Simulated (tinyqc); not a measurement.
Worked calculation: UHF in the 6-31g basis, for H3, spin multiplicity 2. This run ends on a higher stationary point, not on the lowest solution. One step of it, computed by the program tinyqc.

Task: Orthogonalisation. S = U s U^T; symmetric (Loewdin) form X = U s^(-1/2) U^T, so that X^T S X = 1.

overlap S, lower triangle:
```
          1H 1s     1H 2s     2H 1s     2H 2s     3H 1s     3H 2s
1H 1s  1.000000
1H 2s  0.658292  1.000000
2H 1s  0.073311  0.257072  1.000000
2H 2s  0.257072  0.561362  0.658292  1.000000
3H 1s  0.050174  0.221718  0.050174  0.221718  1.000000
3H 2s  0.221718  0.512533  0.221718  0.512533  0.658292  1.000000
```

Give: eigenvalues of S; X.

Result:

eigenvalues of S: 0.213  0.228  0.367  1.152  1.232  2.807

X, lower triangle:
```
        1H 1s   1H 2s   2H 1s   2H 2s   3H 1s  3H 2s
1H 1s   1.261
1H 2s  -0.517   1.533
2H 1s   0.033   0.011   1.261
2H 2s   0.011  -0.337  -0.517   1.533
3H 1s   0.033   0.014   0.033   0.014   1.260
3H 2s   0.019  -0.281   0.019  -0.281  -0.512  1.491
```
